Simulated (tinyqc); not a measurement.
## Reverse leakage of an n+-p junction: diffusion, generation, trap-assisted and band-to-band tunnelling: leakage components against the temperature

One-sided abrupt junction in the depletion approximation, x from the junction (0) to W on the p side, field F = F0 (1 - x/W). Flat quasi-Fermi levels, long p side. Traps generate through SRH with both lifetimes shortened by 1 + Gamma (Hurkx enhancement, form for moderate fields); band-to-band generation is local and needs a total bending above Eg.

Nc and Nv are given at 250 K and scale as (T/250 K)^1.5; all else is held fixed. ni = sqrt(Nc Nv) exp(-Eg/(2 Vt)), Eg in volts; Vbi = Vt ln(Na Nd/ni^2); W = sqrt(2 eps0 eps_r (Vbi + VR)/(q Na)); F0 = 2 (Vbi + VR)/W; FG = sqrt(24 mt m0 (kB T)^3)/(q hbar); J_diff = q ni^2 sqrt(Dn/tau)(1 - exp(-VR/Vt))/Na. u = (Vbi + VR)(1 - x/W)^2, p = Na exp(-u/Vt), n = Nd exp((u - Vbi - VR)/Vt); G0 = ni^2 (1 - exp(-VR/Vt))/(tau (n + p + 2 ni cosh(Et/Vt))); Gamma = 2 sqrt(3 pi)(F/FG) exp((F/FG)^2); trap-assisted part G0 Gamma; G_bb = Ab F^2.5 exp(-Bb/F) with F in V/cm, zero unless Vbi + VR > Eg, and counted as zero under 1 cm^-3 s^-1. Currents are q times the integrals over 0 to W; J_bb under 1e-8 of J is printed as 0; rows with F0/FG above 2.2, beyond the range of this Gamma, are left out.

Values chosen for this exercise; band and dielectric values close to those of silicon: band gap Eg = 1.11 eV; relative permittivity eps_r = 11.8; conduction-band density of states at the reference temperature Nc = 2.13e19 cm^-3; valence-band density of states at the reference temperature Nv = 2.01e19 cm^-3; acceptor density of the lighter side Na = 7.5e16 cm^-3; donor density of the heavier side Nd = 1e19 cm^-3; SRH lifetime of both carriers at zero field tau = 3e-7 s; trap level above the intrinsic level Et = 0.08 eV; tunnelling mass mt = 0.24 m0; electron diffusion coefficient on the lighter side Dn = 28 cm^2/s; band-to-band prefactor Ab = 2.1e14 cm^-0.5 V^-2.5 s^-1; band-to-band field constant Bb = 1.91e7 V/cm; reverse bias VR = 1.7 V.

Constants: q = 1.602176634e-19 C, kB = 1.380649e-23 J/K, hbar = 1.054571817e-34 J s, m0 = 9.1093837015e-31 kg, Vt = kB T/q, eps0 = 8.8541878128e-14 F/cm where lengths are in cm. Results are converted to the units shown.

The same in every row: J_bb (A/cm^2) = 0.

Leakage components against the temperature:
```
T (K),F0 (kV/cm),F0/FG,J_diff (A/cm^2),J_SRH (A/cm^2),J_TAT (A/cm^2),J (A/cm^2),largest part
220,249,1.10,2.25e-19,3.02e-13,2.40e-12,2.70e-12,trap-assisted tunnelling
250,248,0.902,3.71e-16,2.06e-11,1.09e-10,1.29e-10,trap-assisted tunnelling
280,247,0.757,1.30e-13,5.80e-10,2.26e-9,2.84e-9,trap-assisted tunnelling
310,246,0.647,1.52e-11,8.72e-9,2.66e-8,3.54e-8,trap-assisted tunnelling
340,244,0.561,7.82e-10,8.24e-8,2.06e-7,2.89e-7,trap-assisted tunnelling
370,243,0.491,2.18e-8,5.49e-7,1.15e-6,1.72e-6,trap-assisted tunnelling
400,242,0.435,3.74e-7,2.78e-6,4.96e-6,8.12e-6,trap-assisted tunnelling
430,240,0.388,4.40e-6,1.13e-5,1.76e-5,3.33e-5,trap-assisted tunnelling
```

J rises from 2.70e-12 to 3.33e-5 A/cm^2. Trap-assisted tunnelling leads at T = 220 and in all other rows. Activation energies over the table: 1.19 eV for diffusion (Eg = 1.11 eV, raised by the T^3 of ni^2), 0.677 eV for SRH generation (Eg/2 + |Et| = 0.635 eV), 0.614 eV for the trap-assisted part, lower since Gamma grows on cooling; the total shows 0.611 eV at the cold end and 0.697 eV at the hot end.

Range of the model: The n+ side is degenerate, so Vbi from Boltzmann statistics is only a guide.

Program tinyqc, `OMP_NUM_THREADS=1 python tinyqc.py 2290121 2290122 out.jsonl`; Intel Xeon 2.30GHz, shared host, one thread, about 0.01 s.
